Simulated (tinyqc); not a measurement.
Coherent transport through a tight-binding region between two chains, step by step. One step of it, computed by the program tinyqc.

Problem. Transmission at E = 0.9 eV. Surface Green function g = (E - i sqrt(4 t^2 - E^2)) / (2 t^2); self-energy tc^2 g on each contact site; G = (E - H - Sigma)^(-1); Gamma = -2 Im Sigma; T = Gamma_L Gamma_R |G_LR|^2; local density of states -Im G_ii / pi.

H of the central region (eV), lower triangle:
```
           1          2          3         4
1   0.000000
2  -2.190000   0.000000
3   0.000000  -2.190000   0.000000
4  -2.190000   0.000000  -2.190000  0.000000
```

Leads: semi-infinite chains with site energy 0:
```
parameter                           value
lead hopping t (eV)              1.410000
coupling to the left lead (eV)   1.380000
coupling to the right lead (eV)  0.260000
left contact site                       1
right contact site                      2
```

E = 0.900000 eV

Give: g; G; local density of states; transmission.

Solution.

g = 0.2263-0.6721i 1/eV

G (1/eV), lower triangle:
```
                 1                2               3               4
1   0.3869-0.3419i
2   0.0857-0.0793i   0.5269-0.0301i
3  -0.4232+0.3722i   0.1574+0.0805i  0.3613-0.4080i
4   0.0882-0.0736i  -0.5916-0.0030i  0.1507+0.0871i  0.5297-0.0328i
```

local density of states (1/eV): 0.1088  0.0096  0.1299  0.0104

transmission = 0.0032
